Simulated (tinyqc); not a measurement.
Hydrostatic strain: sp3s* tight binding with spin-orbit coupling, strained.

sp3s* tight binding, nearest neighbours only: anion (a) at 0, cation (c) at a/4 (1,1,1), orbitals s, px, py, pz, s* on each; k in units of 2 pi/a. With phases e_j = exp(i (pi/2) k.n_j) for n = (1,1,1), (1,-1,-1), (-1,1,-1), (-1,-1,1): g0 = (e1+e2+e3+e4)/4, g1 = (e1+e2-e3-e4)/4, g2 = (e1-e2+e3-e4)/4, g3 = (e1-e2-e3+e4)/4. The diagonal holds the levels Esa, Epa, Exa (s*) and Esc, Epc, Exc. Anion-cation block: <sa|sc> = Vss g0; <sa|xc> = Vsapc g1; <xa|sc> = -Vscpa g1; <xa|xc> = Vxx g0; <xa|yc> = <ya|xc> = Vxy g3, <xa|zc> = <za|xc> = Vxy g2, <ya|zc> = <za|yc> = Vxy g1; <s*a|xc> = Vxapc g1; <xa|s*c> = -Vpaxc g1; y and z take g2 and g3 in place of g1; s-s* and s*-s* vanish.

Spin-orbit coupling acts within the p shell of each atom as (D/3) L.sigma, D = Da or Dc: it puts four states at Ep + D/3 and two at Ep - 2D/3.

Strain e moves each bond vector to d = (1 + e) d0 (no internal displacement for the diagonal strains used here) and k is given in fractions of the strained reciprocal cell, so the phases stay. Two-centre values Vss_sigma = Vss/4, Vsp_sigma = sqrt3 V/4 for each s-p and s*-p pair, Vpp_sigma = (Vxx + 2 Vxy)/4, Vpp_pi = (Vxx - Vxy)/4 are scaled by (d0/d)^eta and combined with the new direction cosines; the levels on the diagonal stay.

Parameters, chosen for this exercise (near a published set for Si, fitted to gaps, whose masses and valley positions are rough; spin-orbit coupling, where it is added without a refit, lifts the valence top and shrinks all gaps by about a third of the splitting; shifted at random, so the results belong to these values and not to a real crystal):
- Esa = -4.176 eV (s level of the anion)
- Epa = 1.707 eV (p level of the anion)
- Esc = -4.176 eV (s level of the cation)
- Epc = 1.707 eV (p level of the cation)
- Exa = 6.705 eV (s* level of the anion)
- Exc = 6.705 eV (s* level of the cation)
- Vss = -8.308 eV (s-s)
- Vxx = 1.721 eV (px-px)
- Vxy = 4.557 eV (px-py)
- Vsapc = 5.735 eV (s anion, p cation)
- Vscpa = 5.735 eV (s cation, p anion)
- Vxapc = 5.39 eV (s* anion, p cation)
- Vpaxc = 5.39 eV (p anion, s* cation)
- Da = 0.046 eV (atomic spin-orbit splitting, anion)
- Dc = 0.046 eV (the same, cation)
- eta = 1.8 (scaling exponent)

exx = eyy = ezz = e. Gaps as measured from the top of the valence band; the deformation potentials are (gap(0.01) - gap(-0.01))/0.06.

Gaps (eV):

| e | Gamma | Delta | L | x of the minimum |
|---|---|---|---|---|
| -0.03 | 3.5900 | 1.1865 | 2.5249 | 0.720 |
| -0.02 | 3.5235 | 1.1811 | 2.5162 | 0.724 |
| -0.01 | 3.4588 | 1.1755 | 2.5074 | 0.727 |
| 0.00 | 3.3960 | 1.1697 | 2.4985 | 0.730 |
| 0.01 | 3.3349 | 1.1638 | 2.4240 | 0.733 |
| 0.02 | 3.2755 | 1.1578 | 2.3336 | 0.736 |
| 0.03 | 3.2177 | 1.1516 | 2.2456 | 0.740 |

gap deformation potentials (eV): Gamma -2.066, Delta -0.194, L -1.391

Per unit of volume strain the gaps move by -2.07 (Gamma), -0.19 (Delta) and -1.39 eV (L). The lowest valley stays the Delta line over the range. These potentials follow from the one exponent eta, which fitted models replace by one for each integral; with it the sizes are rough, the sign for Delta can be wrong (in Si, Ge and the III-V crystals measured values are small and positive), and the pressures at which valleys cross, and which valley takes over, are rough too. A gap of zero, where one is listed, marks an s level that has sunk below the valence top.

tinyqc: `OMP_NUM_THREADS=1 python tinyqc.py 1482826 1482827 out.jsonl`; about 0.1 s, one thread, shared Intel(R) Xeon(R) Processor @ 2.30GHz.
